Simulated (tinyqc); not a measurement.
From results to parameters: Hueckel model of a polar double bond. Computed by the program tinyqc.

Problem. A C=X pi bond in Hueckel theory has H_XX = alpha + h beta, H_CC = alpha and H_CX = k beta, with two electrons. Find h, k, the charge on carbon and the bond order.

x values of the two levels (E = alpha + x beta): 1.062718  -0.632718

Solution. The sum of the x values is h and their product is -k^2; the charge on carbon is h/sqrt(h^2 + 4k^2) and the bond order 2k/sqrt(h^2 + 4k^2).

h, k: 0.4300  0.8200
charge on carbon, bond order: 0.2536  0.9673
